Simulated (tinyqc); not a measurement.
Inside a calculation. Model: metal-interlayer-semiconductor contact, depinning against tunnelling resistance.

Numbers from tinyqc (`OMP_NUM_THREADS=1 python tinyqc.py 2270088 2270089 out.jsonl`; about 0.02 s on one thread of a shared Intel Xeon 2.30GHz). Printed values are rounded.

Zero bias, n-type semiconductor. Gap states at the semiconductor surface thin out as exp(-be ti), which unpins the barrier; electrons must then cross the interlayer (a rectangular barrier, no voltage drop across it) and the parabolic depleted layer, both by WKB. Energies E are counted from the Fermi level; no image force, parabolic bands.

Inputs (values chosen for the exercise); semiconductor values close to those of gallium nitride; interlayer mass of the order of that in silicon dioxide, offset chosen freely: temperature T = 300 K; band gap Eg = 3.36 eV; relative permittivity eps_r = 9.42; electron affinity chi = 4.24 eV; conduction-band density of states at T Nc = 2.3e18 cm^-3; tunnelling mass in the semiconductor mt = 0.2 m0; Richardson mass mA = 0.195 m0; donor density Nd = 1.7e18 cm^-3; charge-neutrality level above the valence band E0 = 2.3 eV; pinning factor without interlayer S0 = 0.6; metal work function phiM = 4.42 eV; interlayer thickness ti = 0.4 nm; conduction-band offset of the interlayer above the semiconductor dE = 3.12 eV; tunnelling mass in the interlayer mi = 0.46 m0; decay constant of gap states through the interlayer be = 4 1/nm.

Constants: q = 1.602176634e-19 C, kB = 1.380649e-23 J/K, eps0 = 8.8541878128e-12 F/m, hbar = 1.054571817e-34 J s, h = 6.62607015e-34 J s, m0 = 9.1093837015e-31 kg, Vt = kB T/q, hbar^2/(2 m0) = 0.0380998212 eV nm^2. Results are converted to the units shown.

## Pinning, barrier and scales

S = 1/(1 + (1/S0 - 1) exp(-be ti)); phiB = S (phiM - chi) + (1 - S)(Eg - E0); xi = Ec - EF deep inside, from Nd = Nc F(-xi/Vt), F(x) = (2/sqrt(pi)) int_0^infinity sqrt(u) du/(1 + exp(u - x)); band bending U = phiB - xi; E00 = (hbar/2) sqrt(Nd/(eps0 eps_r mt m0)) in volts; A = 4 pi q mA m0 kB^2/h^3.

S = 0.881370
phiB = 0.284395 eV
xi = 0.00112726 eV
U = 0.283267 eV
E00 = 0.0176365 eV
A = 23.4338 A/(cm^2 K^2)

The interlayer moves the barrier from 0.532 eV to 0.284 eV; the unpinned limit is phiM - chi = 0.180 eV. E00/Vt = 0.682: by the usual rule of thumb (0.5 to 5) thermionic-field emission.

## Exponents and integrand on an energy grid

E, point 0 to 13 (eV): [0.01, 0.03923, 0.06846, 0.09769, 0.12692, 0.15615, 0.18538, 0.21462, 0.24385, 0.27308, 0.30231, 0.33154, 0.36077, 0.39]

With U = phiB - xi: for xi < E < phiB, y = (E - xi)/U and G1 = (U/E00) [sqrt(1 - y) - y ln((1 + sqrt(1 - y))/sqrt(y))], G1 = 0 above phiB; G2 = 2 ti sqrt(mi max(phiB + dE - E, 0)/C), C = hbar^2/(2 m0); f = 1/(1 + exp(E/Vt)); integrand exp(-G1 - G2) f.

G1, point 0 to 13: [14.5920, 11.3543, 8.8846, 6.8392, 5.1070, 3.6350, 2.3965, 1.3814, 0.5975, 0.0862, 0.0000, 0.0000, 0.0000, 0.0000]
G2, point 0 to 13: [5.12140, 5.09930, 5.07711, 5.05481, 5.03242, 5.00993, 4.98734, 4.96464, 4.94184, 4.91893, 4.89592, 4.87280, 4.84957, 4.82622]
f, point 0 to 13: [0.404484, 0.179832, 0.0661031, 0.0223392, 0.00732228, 0.00237554, 7.68103e-4, 2.47990e-4, 8.00692e-5, 2.58492e-5, 8.34472e-6, 2.69384e-6, 8.69622e-7, 2.80730e-7]
integrand, point 0 to 13 (in units of 1e-7): [0.01110, 0.12858, 0.57113, 1.52598, 2.89172, 4.18138, 4.77139, 4.34887, 3.14592, 1.73283, 0.62394, 0.20613, 0.06811, 0.02251]

## Contact resistivity

1/rho_c = (A T^2/Vt^2) I, with I the trapezoid sum of the integrand over the grid.

I = 7.07785e-8 eV
rho_c = 0.0044772 ohm cm^2

A fine grid from xi upwards gives rho_c = 0.004473 ohm cm^2; the coarse value is 0.10 % above it. The integrand peaks at E = 0.19 eV, and 4.6 % of the current flows above phiB. Tunnelling through the interlayer costs a factor of 146 at this barrier height; the bare contact (ti = 0) has rho_c = 0.0899 ohm cm^2, so with the interlayer rho_c is 95 % below that.
